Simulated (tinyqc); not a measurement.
# MOS structure on a p-type body with a surface-enhanced doping, non-linear Poisson equation by Newton steps: effect of the decay length on threshold, swing and body effect

One dimension, insulator interface at x = 0, acceptor density Na + N0 exp(-x/Ls), net doping C = -(acceptor density). psi is counted from the intrinsic level: n = ni exp((psi - Vb)/Vt), p = ni exp(-psi/Vt); deep in the body psi_b = -Vt ln(Na/ni). The gate acts through Cox = eps0 eox/tox and has the potential psi_G = Vg - (phiM - chi - Vt ln(Nc/ni)). Boltzmann statistics, full ionisation, classical densities, no oxide or interface charge.

ni = sqrt(Nc Nv) exp(-Eg/(2 Vt)), Eg in volts. The Poisson equation d/dx(eps0 eps_r dpsi/dx) = -q (p - n + C), with eps0 eps_r dpsi/dx = -Cox (psi_G - psi_0) at x = 0, is solved on a mesh of about 600 nodes or more. N_inv is the integral of n less its value deep in the body. VT is the Vg at which N_inv = 2e11 cm^-2. m = 1/(dpsi_0/dVg) at N_inv = 1e8 cm^-2; the swing is the Vg between N_inv = 1e8 and 1e9 cm^-2; body coefficient [VT(Vb + 0.05 V) - VT(Vb)]/0.05 V - 1.

Values chosen for this exercise; band and dielectric values close to those of silicon:
- T = 300 K (temperature)
- Eg = 1.13 eV (band gap)
- eps_r = 11.9 (relative permittivity)
- Nc = 2.8e19 cm^-3 (conduction-band density of states at T)
- Nv = 2.61e19 cm^-3 (valence-band density of states at T)
- chi = 4.09 eV (electron affinity)
- Na = 6.5e16 cm^-3 (acceptor density deep in the body)
- eox = 7.34 (relative permittivity of the gate insulator (close to silicon nitride))
- tox = 5.1 nm (insulator thickness)
- phiM = 4.53 eV (gate work function)
- Vb = 0 V (electron quasi-Fermi potential against the body)
- N0 = 2.5e17 cm^-3 (extra acceptor density at the surface)

Constants: q = 1.602176634e-19 C, kB = 1.380649e-23 J/K, Vt = kB T/q, eps0 = 8.8541878128e-14 F/cm where lengths are in cm. Results are converted to the units shown.

Effect of the decay length on threshold, swing and body effect:
```
Ls (nm)	VT (V)	psi_0 - psi_b at VT (V)	m - 1	swing (mV/decade)	body coefficient
4.2	0.504	0.893	0.0721	65.0	0.0760
6.2	0.511	0.895	0.0725	65.0	0.0757
9.2	0.521	0.896	0.0733	65.0	0.0756
13	0.533	0.898	0.0751	65.0	0.0760
20	0.552	0.901	0.0803	65.2	0.0787
29	0.572	0.903	0.0896	65.8	0.0852
42	0.591	0.906	0.103	66.6	0.0967
```

As Ls goes from 4.2 to 42, VT rises from 0.504 to 0.591 V, the swing goes from 65.02 through a minimum of 64.97 (at Ls = 9.2 among the rows listed) to 66.57 mV/decade and the body coefficient goes from 0.0760 through a minimum of 0.0756 (at Ls = 9.2 among the rows listed) to 0.0967. The swing stays within 1.9 % of m Vt ln 10, and the body coefficient within 0.0062 of m - 1.

Computed by the program tinyqc: `OMP_NUM_THREADS=1 python tinyqc.py 2080096 2080097 out.jsonl`, one thread of a shared Intel Xeon 2.30GHz, about 0.3 s for the whole run.
